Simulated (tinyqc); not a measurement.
Inside a calculation. Method: UHF in the 6-31g basis, for H4, spin multiplicity 3. This run ends on a higher stationary point, not on the lowest solution. One step of it, computed by the program tinyqc.

Task: Iteration 1: diagonalisation and new density. Diagonalise F' = X^T F X, C = X C', fill 3 alpha and 1 beta electrons from the bottom; D(s) = C_occ C_occ^T; the new density keeps 0.7 of the old one (damping). Each column has its largest component positive (the first on a tie).

F(alpha) (hartree):
```
           1H 1s      1H 2s      2H 1s      2H 2s      3H 1s      3H 2s      4H 1s      4H 2s
1H 1s  -0.165731  -0.612221  -0.540113  -0.563244  -0.027818  -0.121580  -0.021365  -0.105192
1H 2s  -0.612221  -0.483820  -0.563244  -0.508345  -0.121580  -0.182018  -0.105192  -0.177610
2H 1s  -0.540113  -0.563244  -0.165731  -0.612221  -0.021365  -0.105192  -0.027818  -0.121580
2H 2s  -0.563244  -0.508345  -0.612221  -0.483820  -0.105192  -0.177610  -0.121580  -0.182018
3H 1s  -0.027818  -0.121580  -0.021365  -0.105192  -0.165731  -0.612221  -0.540113  -0.563244
3H 2s  -0.121580  -0.182018  -0.105192  -0.177610  -0.612221  -0.483820  -0.563244  -0.508345
4H 1s  -0.021365  -0.105192  -0.027818  -0.121580  -0.540113  -0.563244  -0.165731  -0.612221
4H 2s  -0.105192  -0.177610  -0.121580  -0.182018  -0.563244  -0.508345  -0.612221  -0.483820
```

F(beta) (hartree):
```
           1H 1s      1H 2s      2H 1s      2H 2s      3H 1s      3H 2s      4H 1s      4H 2s
1H 1s   0.286346  -0.241006  -0.268385  -0.249114  -0.013203  -0.063312  -0.009045  -0.054043
1H 2s  -0.241006  -0.114341  -0.249114  -0.162150  -0.063312  -0.076312  -0.054043  -0.077767
2H 1s  -0.268385  -0.249114   0.286346  -0.241006  -0.009045  -0.054043  -0.013203  -0.063312
2H 2s  -0.249114  -0.162150  -0.241006  -0.114341  -0.054043  -0.077767  -0.063312  -0.076312
3H 1s  -0.013203  -0.063312  -0.009045  -0.054043   0.286346  -0.241006  -0.268385  -0.249114
3H 2s  -0.063312  -0.076312  -0.054043  -0.077767  -0.241006  -0.114341  -0.249114  -0.162150
4H 1s  -0.009045  -0.054043  -0.013203  -0.063312  -0.268385  -0.249114   0.286346  -0.241006
4H 2s  -0.054043  -0.077767  -0.063312  -0.076312  -0.249114  -0.162150  -0.241006  -0.114341
```

X:
```
               1          2          3          4          5          6          7         8
1H 1s  -0.497012  -0.505462   0.607648   0.588739   0.560897   0.527576   0.227057  0.163933
1H 2s   1.544180   1.176344  -0.593886  -0.413809   0.180531   0.226694   0.232318  0.233232
2H 1s   0.497012   0.505462   0.607648   0.588739  -0.560897  -0.527576   0.227057  0.163933
2H 2s  -1.544180  -1.176344  -0.593886  -0.413809  -0.180531  -0.226694   0.232318  0.233232
3H 1s   0.497012  -0.505462  -0.607648   0.588739  -0.560897   0.527576  -0.227057  0.163933
3H 2s  -1.544180   1.176344   0.593886  -0.413809  -0.180531   0.226694  -0.232318  0.233232
4H 1s  -0.497012   0.505462  -0.607648   0.588739   0.560897  -0.527576  -0.227057  0.163933
4H 2s   1.544180  -1.176344   0.593886  -0.413809   0.180531  -0.226694  -0.232318  0.233232
```

D(alpha) at the start:
```
           1H 1s     1H 2s      2H 1s     2H 2s      3H 1s     3H 2s      4H 1s     4H 2s
1H 1s   0.205075  0.221856  -0.004350  0.002085  -0.003688  0.002438  -0.002409  0.001539
1H 2s   0.221856  0.240537   0.002085  0.009886   0.002438  0.009888   0.001539  0.006592
2H 1s  -0.004350  0.002085   0.205075  0.221856  -0.002409  0.001539  -0.003688  0.002438
2H 2s   0.002085  0.009886   0.221856  0.240537   0.001539  0.006592   0.002438  0.009888
3H 1s  -0.003688  0.002438  -0.002409  0.001539   0.205075  0.221856  -0.004350  0.002085
3H 2s   0.002438  0.009888   0.001539  0.006592   0.221856  0.240537   0.002085  0.009886
4H 1s  -0.002409  0.001539  -0.003688  0.002438  -0.004350  0.002085   0.205075  0.221856
4H 2s   0.001539  0.006592   0.002438  0.009888   0.002085  0.009886   0.221856  0.240537
```

D(beta) at the start:
```
           1H 1s     1H 2s      2H 1s     2H 2s      3H 1s     3H 2s      4H 1s     4H 2s
1H 1s   0.068358  0.073952  -0.001450  0.000695  -0.001229  0.000813  -0.000803  0.000513
1H 2s   0.073952  0.080179   0.000695  0.003295   0.000813  0.003296   0.000513  0.002197
2H 1s  -0.001450  0.000695   0.068358  0.073952  -0.000803  0.000513  -0.001229  0.000813
2H 2s   0.000695  0.003295   0.073952  0.080179   0.000513  0.002197   0.000813  0.003296
3H 1s  -0.001229  0.000813  -0.000803  0.000513   0.068358  0.073952  -0.001450  0.000695
3H 2s   0.000813  0.003296   0.000513  0.002197   0.073952  0.080179   0.000695  0.003295
4H 1s  -0.000803  0.000513  -0.001229  0.000813  -0.001450  0.000695   0.068358  0.073952
4H 2s   0.000513  0.002197   0.000813  0.003296   0.000695  0.003295   0.073952  0.080179
```

overlap S:
```
          1H 1s     1H 2s     2H 1s     2H 2s     3H 1s     3H 2s     4H 1s     4H 2s
1H 1s  1.000000  0.658292  0.337410  0.457296  0.002054  0.061583  0.000842  0.042882
1H 2s  0.658292  1.000000  0.457296  0.799708  0.061583  0.232740  0.042882  0.186124
2H 1s  0.337410  0.457296  1.000000  0.658292  0.000842  0.042882  0.002054  0.061583
2H 2s  0.457296  0.799708  0.658292  1.000000  0.042882  0.186124  0.061583  0.232740
3H 1s  0.002054  0.061583  0.000842  0.042882  1.000000  0.658292  0.337410  0.457296
3H 2s  0.061583  0.232740  0.042882  0.186124  0.658292  1.000000  0.457296  0.799708
4H 1s  0.000842  0.042882  0.002054  0.061583  0.337410  0.457296  1.000000  0.658292
4H 2s  0.042882  0.186124  0.061583  0.232740  0.457296  0.799708  0.658292  1.000000
```

Give: F' = X^T F X; orbital energies; coefficients C; F' = X^T F X; orbital energies; coefficients C; D(alpha) after iteration 1; D(beta) after iteration 1.

Result:

F' = X^T F X (alpha) (hartree):
```
         1        2        3        4        5        6        7        8
1   0.8523   0.0000   0.0000   0.0000  -0.4936   0.0000   0.0000   0.0000
2   0.0000   0.7983   0.0000   0.0000   0.0000  -0.5033   0.0000   0.0000
3   0.0000   0.0000   0.8766   0.0000   0.0000   0.0000  -0.0373   0.0000
4   0.0000   0.0000   0.0000   0.7602   0.0000   0.0000   0.0000  -0.1593
5  -0.4936   0.0000   0.0000   0.0000   0.4566   0.0000   0.0000   0.0000
6   0.0000  -0.5033   0.0000   0.0000   0.0000   0.3512   0.0000   0.0000
7   0.0000   0.0000  -0.0373   0.0000   0.0000   0.0000  -0.6723   0.0000
8   0.0000   0.0000   0.0000  -0.1593   0.0000   0.0000   0.0000  -0.8042
```

orbital energies (alpha) (hartree): MO1 -0.8203, MO2 -0.6732, MO3 0.0240, MO4 0.1227, MO5 0.7763, MO6 0.8775, MO7 1.1255, MO8 1.1863

coefficients C (alpha):
```
          MO1      MO2      MO3      MO4      MO5      MO6      MO7      MO8
1H 1s  0.2221   0.2416   0.1668   0.1861   0.5693   0.6020  -0.7113  -0.7259
1H 2s  0.1906   0.2180   0.8312   1.0148  -0.4351  -0.5993   0.8627   1.1778
2H 1s  0.2221   0.2416  -0.1668  -0.1861   0.5693   0.6020   0.7113   0.7259
2H 2s  0.1906   0.2180  -0.8312  -1.0148  -0.4351  -0.5993  -0.8627  -1.1778
3H 1s  0.2221  -0.2416   0.1668  -0.1861   0.5693  -0.6020  -0.7113   0.7259
3H 2s  0.1906  -0.2180   0.8312  -1.0148  -0.4351   0.5993   0.8627  -1.1778
4H 1s  0.2221  -0.2416  -0.1668   0.1861   0.5693  -0.6020   0.7113  -0.7259
4H 2s  0.1906  -0.2180  -0.8312   1.0148  -0.4351   0.5993  -0.8627   1.1778
```

F' = X^T F X (beta) (hartree):
```
         1        2       3        4        5        6        7        8
1   0.8877   0.0000  0.0000   0.0000  -0.5176   0.0000   0.0000   0.0000
2   0.0000   0.8409  0.0000   0.0000   0.0000  -0.5371   0.0000   0.0000
3   0.0000   0.0000  0.9629   0.0000   0.0000   0.0000   0.0803   0.0000
4   0.0000   0.0000  0.0000   0.8831   0.0000   0.0000   0.0000  -0.0043
5  -0.5176   0.0000  0.0000   0.0000   0.7234   0.0000   0.0000   0.0000
6   0.0000  -0.5371  0.0000   0.0000   0.0000   0.6220   0.0000   0.0000
7   0.0000   0.0000  0.0803   0.0000   0.0000   0.0000  -0.1754   0.0000
8   0.0000   0.0000  0.0000  -0.0043   0.0000   0.0000   0.0000  -0.2800
```

orbital energies (beta) (hartree): MO1 -0.2800, MO2 -0.1811, MO3 0.1833, MO4 0.2815, MO5 0.8831, MO6 0.9685, MO7 1.2796, MO8 1.3296

coefficients C (beta):
```
          MO1      MO2      MO3      MO4      MO5      MO6      MO7      MO8
1H 1s  0.1661   0.1839   0.0888   0.1038   0.5881   0.6221  -0.7252  -0.7422
1H 2s  0.2317   0.2733   0.9197   1.1400  -0.4147  -0.5762   0.7677   1.0571
2H 1s  0.1661   0.1839  -0.0888  -0.1038   0.5881   0.6221   0.7252   0.7422
2H 2s  0.2317   0.2733  -0.9197  -1.1400  -0.4147  -0.5762  -0.7677  -1.0571
3H 1s  0.1661  -0.1839   0.0888  -0.1038   0.5881  -0.6221  -0.7252   0.7422
3H 2s  0.2317  -0.2733   0.9197  -1.1400  -0.4147   0.5762   0.7677  -1.0571
4H 1s  0.1661  -0.1839  -0.0888   0.1038   0.5881  -0.6221   0.7252  -0.7422
4H 2s  0.2317  -0.2733  -0.9197   1.1400  -0.4147   0.5762  -0.7677   1.0571
```

D(alpha) after iteration 1:
```
         1H 1s    1H 2s    2H 1s    2H 2s    3H 1s    3H 2s    4H 1s    4H 2s
1H 1s   0.1842   0.2254   0.0209  -0.0116   0.0031   0.0402  -0.0127  -0.0436
1H 2s   0.2254   0.4008  -0.0116  -0.1752   0.0402   0.2108  -0.0436  -0.2060
2H 1s   0.0209  -0.0116   0.1842   0.2254  -0.0127  -0.0436   0.0031   0.0402
2H 2s  -0.0116  -0.1752   0.2254   0.4008  -0.0436  -0.2060   0.0402   0.2108
3H 1s   0.0031   0.0402  -0.0127  -0.0436   0.1842   0.2254   0.0209  -0.0116
3H 2s   0.0402   0.2108  -0.0436  -0.2060   0.2254   0.4008  -0.0116  -0.1752
4H 1s  -0.0127  -0.0436   0.0031   0.0402   0.0209  -0.0116   0.1842   0.2254
4H 2s  -0.0436  -0.2060   0.0402   0.2108  -0.0116  -0.1752   0.2254   0.4008
```

D(beta) after iteration 1:
```
        1H 1s   1H 2s   2H 1s   2H 2s   3H 1s   3H 2s   4H 1s   4H 2s
1H 1s  0.0561  0.0633  0.0073  0.0120  0.0074  0.0121  0.0077  0.0119
1H 2s  0.0633  0.0722  0.0120  0.0184  0.0121  0.0184  0.0119  0.0176
2H 1s  0.0073  0.0120  0.0561  0.0633  0.0077  0.0119  0.0074  0.0121
2H 2s  0.0120  0.0184  0.0633  0.0722  0.0119  0.0176  0.0121  0.0184
3H 1s  0.0074  0.0121  0.0077  0.0119  0.0561  0.0633  0.0073  0.0120
3H 2s  0.0121  0.0184  0.0119  0.0176  0.0633  0.0722  0.0120  0.0184
4H 1s  0.0077  0.0119  0.0074  0.0121  0.0073  0.0120  0.0561  0.0633
4H 2s  0.0119  0.0176  0.0121  0.0184  0.0120  0.0184  0.0633  0.0722
```
